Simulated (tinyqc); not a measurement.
Off-state leakage of single and stacked transistors: leakage components against the temperature.

n-channel devices of unit width. Subthreshold current I(Vg, Vs, Vd) = I0 (T/300 K)^0.5 exp[(Vg - Vs - VT(T) - gb (Vs - Vb) + dd (Vd - Vs))/(nf Vt)] (1 - exp(-(Vd - Vs)/Vt)), VT(T) = VT - cT (T - 300 K). Gate-edge tunnelling Ig (Vd/1 V) exp(ag (Vd - 1 V)), for a gate at 0 V, and band-to-band leakage Ab u exp(-Bb/u), u = Vd - Vb + 1 V, flow at a drain held at V; both are taken as independent of T. In a stack of off transistors (all gates at 0 V) the same subthreshold current passes through each.

One transistor with Vg = Vs = 0, Vd = V; stack factor I(one)/I(two in series).

Values chosen for this exercise; values of the order met in bulk silicon logic transistors:
- V = 0.8 V (supply voltage)
- VT = 0.33 V (threshold at 300 K, zero drain and body bias)
- cT = 0.8 mV/K (fall of the threshold with temperature)
- I0 = 0.15 uA/um (current at threshold at 300 K)
- nf = 1.22 (slope factor)
- dd = 0.05 (drain-induced lowering per volt)
- gb = 0.21 (rise of the threshold per volt of source-body bias)
- Ig = 5e-6 uA/um (gate-edge tunnelling current at 1 V)
- ag = 5.9 1/V (exponential slope of the gate current)
- Ab = 100 uA/(um V) (prefactor of band-to-band leakage at the drain)
- Bb = 19 V (its exponential voltage)
- Vb = -0.3 V (body voltage)

Constants: q = 1.602176634e-19 C, kB = 1.380649e-23 J/K, Vt = kB T/q. Results are converted to the units shown.

The same in every row: gate edge (nA/um) = 0.0012291; band-to-band (nA/um) = 24.711.

Leakage components against the temperature:

| T (K) | subthreshold (nA/um) | total (nA/um) | stack factor | largest part |
|---|---|---|---|---|
| 250 | 4.3916e-5 | 24.712 | 5.3409 | band-to-band |
| 275 | 3.5818e-4 | 24.712 | 4.7994 | band-to-band |
| 300 | 0.0020669 | 24.714 | 4.3998 | band-to-band |
| 325 | 0.0091374 | 24.721 | 4.0946 | band-to-band |
| 350 | 0.032757 | 24.745 | 3.8547 | band-to-band |
| 375 | 0.099285 | 24.811 | 3.6619 | band-to-band |
| 400 | 0.26253 | 24.975 | 3.5037 | band-to-band |
| 425 | 0.62028 | 25.332 | 3.3720 | band-to-band |

As T goes from 250 to 425, the total leakage rises from 24.7 to 25.3 nA/um. The band-to-band part leads at T = 250 and in all other rows. The subthreshold part doubles every 20.2 K between the last two rows. The reduction by a stack of two falls from 5.34 to 3.37, for the subthreshold part alone.

Computed by the program tinyqc: `OMP_NUM_THREADS=1 python tinyqc.py 2242031 2242032 out.jsonl`, one thread of a shared Intel Xeon 2.30GHz, about 0.03 s for the whole run.
